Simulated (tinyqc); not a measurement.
Changing the mean free path l: BCS gap equation with a constant attraction inside the Debye window. Computed by tinyqc, a small Python program. Command: `OMP_NUM_THREADS=1 python tinyqc.py 3015412 3015413 out.jsonl bcs sweep`. One thread of a shared host (Intel(R) Xeon(R) Processor @ 2.30GHz), about 0.01 s of CPU time with the checks.

Pairs attract with strength V for |xi| < k_B Theta; N(0) is the density of states for one spin. Energies are given as temperatures (E/k_B, in K) unless marked.

Inputs (values chosen for the exercise, modelled on tantalum):
```
quantity                  value      unit
coupling N(0)V            0.239         -
Debye temperature Theta     258         K
Fermi velocity v_F       370000       m/s
electron density n         5.46  1e28/m^3
```

Solver: bisection.

Constants: k_B = 8.617333262e-05 eV/K; hbar = 1.054571817e-34 J s; k_B = 1.380649e-23 J/K; m_0 = 9.1093837015e-31 kg; eps_0 = 8.8541878128e-12 F/m; c = 299792458 m/s; e = 1.602176634e-19 C.

Method. At T = 0 the gap equation 1/(N(0)V) = int_0^Theta d xi/sqrt(xi^2 + Delta^2) has the integral arcsinh(Theta/Delta), so Delta_0 = Theta/sinh(1/(N(0)V)); weak coupling gives 2 Theta exp(-1/(N(0)V)). xi_0 = hbar v_F/(pi Delta_0); lambda_L = sqrt(m_0 eps_0 c^2/(n e^2)); N(0) = 3 n/(2 m_0 v_F^2) for one spin; condensation energy N(0) Delta_0^2/2 = B_c^2/(2 mu_0), mu_0 = 1/(eps_0 c^2); with scattering lambda = lambda_L sqrt(1 + xi_0/l) in the local limit (where xi_0 and l both exceed lambda, nonlocal response makes the true depth larger); Ginzburg-Landau kappa = 0.96 lambda_L/xi_0 + 0.72 lambda_L/l. Free-electron mass throughout; heavier carriers, as in niobium or vanadium, give a larger lambda_L and kappa and can make the metal type II.

One run for each value:
```
mean free path l (nm)  Ginzburg-Landau kappa  depth with scattering (nm)  coherence length xi_0 (nm)
1                                      16.57                       244.3                       114.4
3                                       5.65                       142.3                       114.4
8                                       2.24                        89.0                       114.4
20                                      1.01                        59.0                       114.4
70                                      0.42                        36.9                       114.4
200                                     0.27                        28.5                       114.4
600                                     0.22                        24.8                       114.4
2000                                    0.20                        23.4                       114.4
5000                                    0.19                        23.0                       114.4
```

Describe and explain the trends.

Over the rows, Ginzburg-Landau kappa falls from 16.6 to 0.194 (exponent d ln y / d ln x -0.98 between the first rows and -0.027 between the last); depth with scattering (nm) falls from 244 to 23.0 (exponent d ln y / d ln x -0.49 between the first rows and -0.018 between the last); coherence length xi_0 (nm) does not change. At the low end the exponent of Ginzburg-Landau kappa is -0.98, close to -1: the dirty limit. At the high end the exponent of Ginzburg-Landau kappa is -0.03, close to 0: the clean limit. At the low end the exponent of depth with scattering is -0.49, close to -0.50: the dirty limit. At the high end the exponent of depth with scattering is -0.02, close to 0: the clean limit. The metal turns from type II to type I between l = 20 and 70 nm.
